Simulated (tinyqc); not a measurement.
Worked calculation: Hueckel theory of the pi electrons, for the molecule c1ccc2[nH]ccc2c1 (SMILES; centres numbered as the heavy atoms are written). One step of it, computed by the program tinyqc.

Question. Energy, charges, bond orders. E = sum n x; q_r = z_r - P_rr; bond order p = P_rs; free valence = sqrt(3) - sum of p over the bonds of the atom.

x values: [2.484322, 1.773261, 1.324533, 0.855635, 0.599863, -0.825757, -1.104703, -1.457652, -2.149503]

occupations: [2.000000, 2.000000, 2.000000, 2.000000, 2.000000, 0.000000, 0.000000, 0.000000, 0.000000]

charge and bond-order matrix P:
```
           1C         2C         3C         4C         5N         6C         7C         8C
1C   1.028165   0.633297  -0.030862  -0.285633   0.099876   0.040045  -0.106625  -0.033812
2C   0.633297   1.020173   0.689482  -0.019650  -0.101036   0.185119   0.051578  -0.274036
3C  -0.030862   0.689482   1.031385   0.620250  -0.119056  -0.069295   0.017707   0.042869
4C  -0.285633  -0.019650   0.620250   0.998660   0.363216  -0.262656  -0.078004   0.570175
5N   0.099876  -0.101036  -0.119056   0.363216   1.765704   0.404688  -0.234784  -0.159880
6C   0.040045   0.185119  -0.069295  -0.262656   0.404688   0.976090   0.824234  -0.041887
7C  -0.106625   0.051578   0.017707  -0.078004  -0.234784   0.824234   1.122031   0.477639
8C  -0.033812  -0.274036   0.042869   0.570175  -0.159880  -0.041887   0.477639   1.040567
9C   0.701079  -0.022871  -0.341818   0.034877   0.054379  -0.211843  -0.045345   0.582857

           9C
1C   0.701079
2C  -0.022871
3C  -0.341818
4C   0.034877
5N   0.054379
6C  -0.211843
7C  -0.045345
8C   0.582857
9C   1.017224
```

Centres:
```
centre  z_r, pi electrons of the neutral centre         h
1C                                            1  0.000000
2C                                            1  0.000000
3C                                            1  0.000000
4C                                            1  0.000000
5N                                            2  1.500000
6C                                            1  0.000000
7C                                            1  0.000000
8C                                            1  0.000000
9C                                            1  0.000000
```

Bonds:
```
i  j         k
1  2         1
2  3         1
3  4         1
4  5  0.800000
5  6  0.800000
6  7         1
7  8         1
8  9         1
9  1         1
8  4         1
```

Give: pi energy = 10 alpha + this times beta; pi charges; Bond orders and lengths from R = 1.517 - 0.180 p; free valence of the carbons; gap between the highest filled and the next level.

Answer.

pi energy = 10 alpha + this times beta = 14.0752

pi charges: 1C -0.0282, 2C -0.0202, 3C -0.0314, 4C 0.0013, 5N 0.2343, 6C 0.0239, 7C -0.1220, 8C -0.0406, 9C -0.0172

Bond orders and lengths from R = 1.517 - 0.180 p (angstrom, C-C alone):
```
bond       p       R
1-2   0.6333  1.4030
2-3   0.6895  1.3929
3-4   0.6203  1.4054
4-5   0.3632       -
5-6   0.4047       -
6-7   0.8242  1.3686
7-8   0.4776  1.4310
8-9   0.5829  1.4121
9-1   0.7011  1.3908
8-4   0.5702  1.4144
```

free valence of the carbons: 1C 0.3977, 2C 0.4093, 3C 0.4223, 4C 0.1784, 6C 0.5031, 7C 0.4302, 8C 0.1014, 9C 0.4481

gap between the highest filled and the next level = 1.4256 |beta|
